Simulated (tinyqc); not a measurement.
Bandgap voltage reference from two bipolar transistors: output against temperature.

Two transistors of area 1 and N carry the same current I. Is(T) = Is (T/T0)^eta exp[(Vg0 q/kB)(1/T0 - 1/T)], VBE1 = Vt ln(I/Is(T)) + I rb, VBE2 = Vt ln(I/(N Is(T))) + I rb/N. The amplifier forces I R1(T) = VBE1 - VBE2 + Vos, with R(T) = R (1 + tc (T - T0)) for both resistors, and the output is Vref = VBE1 + I R2(T). Base currents and the Early effect are neglected.

Vt = kB T/q; I = (Vt ln N + Vos)/(R1(T) - rb (1 - 1/N)).

Inputs (values chosen for the exercise); values of the order met in silicon bipolar transistors:
- T0 = 323 K (reference temperature)
- Vg0 = 1.19 V (band-gap voltage extrapolated to 0 K)
- eta = 4.3 (temperature exponent of the saturation current)
- Is = 2.4e-16 A (saturation current of the unit transistor at T0)
- N = 15 (area ratio of the second transistor)
- R1 = 26 kohm (resistor across which the difference of VBE falls, at T0)
- tc = 0 ppm/K (temperature coefficient of both resistors)
- Vos = 0 mV (offset of the amplifier)
- rb = 0 ohm (series resistance of the unit transistor)
- R2 = 216 kohm (output resistor at T0)

Constants: q = 1.602176634e-19 C, kB = 1.380649e-23 J/K. Results are converted to the units shown.

Results:

| T (K) | I (uA) | VBE1 (V) | I R2 (V) | Vref (V) | Vref - Vref(T0) (mV) | dVref/dT (uV/K) |
|---|---|---|---|---|---|---|
| 218 | 1.957 | 0.8473 | 0.4226 | 1.270 | -2.400 | 82.41 |
| 233 | 2.091 | 0.8193 | 0.4517 | 1.271 | -1.307 | 63.49 |
| 273 | 2.450 | 0.7434 | 0.5293 | 1.273 | 0.3074 | 18.43 |
| 298 | 2.675 | 0.6951 | 0.5777 | 1.273 | 0.4523 | -6.482 |
| 323 | 2.899 | 0.6462 | 0.6262 | 1.272 | 0 | -29.39 |
| 348 | 3.123 | 0.5967 | 0.6747 | 1.271 | -1.003 | -50.59 |
| 373 | 3.348 | 0.5467 | 0.7231 | 1.270 | -2.517 | -70.32 |
| 398 | 3.572 | 0.4962 | 0.7716 | 1.268 | -4.508 | -88.77 |
| 423 | 3.797 | 0.4453 | 0.8201 | 1.265 | -6.946 | -106.1 |

Estimate the missing row, T = 253 K.

Computed row:

| T (K) | I (uA) | VBE1 (V) | I R2 (V) | Vref (V) | Vref - Vref(T0) (mV) | dVref/dT (uV/K) |
|---|---|---|---|---|---|---|
| 253 | 2.271 | 0.7816 | 0.4905 | 1.272 | -0.2749 | 40.07 |

With this row back in the table: VBE1 falls by 1.96 mV/K on average and I R2 rises by 1.94 mV/K. The slope of Vref vanishes at T = 291 K. Between 233 and 398 K Vref spans 4.98 mV, or 23.7 ppm/K by the box method (span over the average over T, over 165 K).

tinyqc, about 0.02 s, one thread, Intel Xeon 2.30GHz (shared host): `OMP_NUM_THREADS=1 python tinyqc.py 2062023 2062024 out.jsonl`
